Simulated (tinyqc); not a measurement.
## Electron mobility in a silicon inversion layer, empirical terms and Matthiessen rule: universality: two dopings at the same effective field

Inversion layer of sheet density Ns on a uniformly doped body. The mobility terms are empirical power laws with prefactors chosen for the exercise; adding their inverses (Matthiessen) is itself an approximation.

ni = sqrt(Nc Nv) exp(-Eg/(2 Vt)), Eg in volts; Ndep = sqrt(2 eps0 eps_r Nb (2 Vt ln(Nb/ni) + Vsb)/q); E = q (Ndep + eta Ns)/(eps0 eps_r), in MV/cm. With t = T/(300 K): muC = Ac (Ns/1e12 cm^-2) t/(Nb/1e17 cm^-3 + Nit/1e11 cm^-2), muP = Ap E^(-1/3) t^(-1.75), muS = As E^(-gs); 1/mu is the sum of the inverses. For each E, Ns is chosen to give that field on bodies with Nb = 2e17 and 1.3e18 cm^-3; the last column leaves out muC.

Parameters, values chosen for the exercise; material values close to those of silicon:
- T = 300 K (temperature)
- Eg = 1.14 eV (band gap)
- eps_r = 11.9 (relative permittivity of the semiconductor)
- Nc = 2.83e19 cm^-3 (conduction-band density of states at T)
- Nv = 2.64e19 cm^-3 (valence-band density of states at T)
- Vsb = 0 V (reverse body bias)
- eta = 0.5 (weight of the inversion charge in the effective field)
- Ap = 386 cm^2/(V s) (phonon-limited mobility at 1 MV/cm and 300 K)
- As = 723 cm^2/(V s) (roughness-limited mobility at 1 MV/cm)
- gs = 2 (exponent of the roughness term)
- Ac = 1500 cm^2/(V s) (Coulomb prefactor)
- Nit = 2.3e10 cm^-2 (charge at the interface)

Constants: q = 1.602176634e-19 C, kB = 1.380649e-23 J/K, Vt = kB T/q, eps0 = 8.8541878128e-14 F/cm where lengths are in cm. Results are converted to the units shown.

Result of one run:
```
E (MV/cm)	Ns, light body (cm^-2)	mu, light (cm^2/(V s))	Ns, heavy body (cm^-2)	mu, heavy (cm^2/(V s))	without muC (cm^2/(V s))
0.844	8.048e12	276.4	2.903e12	154.5	291.2
```

What becomes of these results when the effective field E is changed from 0.844 to 1.56 MV/cm, all else the same?

Result of the changed run:
```
E (MV/cm)	Ns, light body (cm^-2)	mu, light (cm^2/(V s))	Ns, heavy body (cm^-2)	mu, heavy (cm^2/(V s))	without muC (cm^2/(V s))
1.56	1.747e13	154.9	1.232e13	141.1	157.0
```

The whole series:
```
E (MV/cm)	Ns, light body (cm^-2)	mu, light (cm^2/(V s))	Ns, heavy body (cm^-2)	mu, heavy (cm^2/(V s))	without muC (cm^2/(V s))
0.661	5.641e12	320.0	4.965e11	48.48	349.5
0.747	6.772e12	299.2	1.628e12	117.1	320.3
0.844	8.048e12	276.4	2.903e12	154.5	291.2
0.954	9.495e12	252.2	4.350e12	171.3	262.5
1.08	1.115e13	227.0	6.007e12	174.2	234.1
1.22	1.299e13	202.4	7.849e12	168.1	207.2
1.38	1.510e13	178.0	9.953e12	156.1	181.2
1.56	1.747e13	154.9	1.232e13	141.1	157.0
```

The heavily doped body has 0.151 of the mobility of the light one in the first row and 0.911 in the last; there they lie 10 % below and 1.3 % below the curve without Coulomb scattering, which depends on E alone. The heavy body leaves that curve at low E because its field comes mostly from depletion charge and few carriers screen.

tinyqc, about 0.01 s, one thread, Intel Xeon 2.30GHz (shared host): `OMP_NUM_THREADS=1 python tinyqc.py 2510141 2510142 out.jsonl`
